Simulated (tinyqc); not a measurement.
From results back to parameters: zigzag graphene nanoribbon in tight binding. Three cases, with inputs chosen for the exercise.

Problem. The edge state of a wide zigzag ribbon has weight 1 - x^2 on the edge site, x = 2 cos(k/2), and its amplitude falls by x from chain to chain, 1.5 acc apart. The weight below belongs to a hidden k between 2 pi/3 and pi.

Case 1.

Values chosen (out of a larger set: near those used for graphene; not measured data): acc = 1.42 angstrom (bond length).

edge weight = 0.297900

Case 2.

Values chosen (out of a larger set: near those used for graphene; not measured data): acc = 1.42 angstrom (bond length).

edge weight = 0.183461

Case 3.

Values chosen (out of a larger set: near those used for graphene; not measured data): acc = 1.42 angstrom (bond length).

edge weight = 0.496213

Find: k; decay length.

Solution. x = sqrt(1 - weight), k = 2 arccos(x/2), decay length = -1.5 acc/ln x.

Case 1.

k = 2.277
decay length = 12.045 angstrom

Case 2.

k = 2.204
decay length = 21.018 angstrom

Case 3.

k = 2.416
decay length = 6.214 angstrom

Computed by tinyqc, one run a case: `OMP_NUM_THREADS=1 python tinyqc.py N N+1 out.jsonl` with N = 1480054, 1480264, 1480344; one thread of a shared Intel(R) Xeon(R) Processor @ 2.30GHz, about 0.01 s a run at most.
